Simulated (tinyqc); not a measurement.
# Narrowing from the saturation current

Inverse problem. A uniform n-type emitter has J0 = (q p0 D/L)(s + tanh(W/L))/(1 + s tanh(W/L)), D = mup Vt, s = S L/D, and p0 = (ni^2/N) exp(dE_app/kB T), where dE_app = dEg + kB T ln[(N/Nc) exp(-eta)]. Find p0, dE_app and dEg.

Values chosen for this exercise; band and dielectric values close to those of silicon:
```
symbol,value,unit,meaning
T,400,K,temperature
Nc,4.39e19,cm^-3,conduction-band density of states at 400 K
N,1.8e19,cm^-3,ionised donor density
mup,130,cm^2/(V s),minority-hole mobility
W,540,nm,emitter width
S,76000,cm/s,recombination velocity at the contact
```

Constants: q = 1.602176634e-19 C, kB = 1.380649e-23 J/K, Vt = kB T/q. Results are converted to the units shown.

J0 = 2.2929158e7 fA/cm^2
L = 2133.2332 nm
ni = 2.7682217e12 cm^-3
converged eta = -0.74739972

Solution. J0 gives p0, its ratio to ni^2/N gives dE_app, and the degeneracy term is taken off.

p0 = 3.34e6 cm^-3
dE_app = 71.0 meV
dEg = 76.0 meV

Program tinyqc, `OMP_NUM_THREADS=1 python tinyqc.py 2330155 2330156 out.jsonl`; Intel Xeon 2.30GHz, shared host, one thread, about 0.01 s.
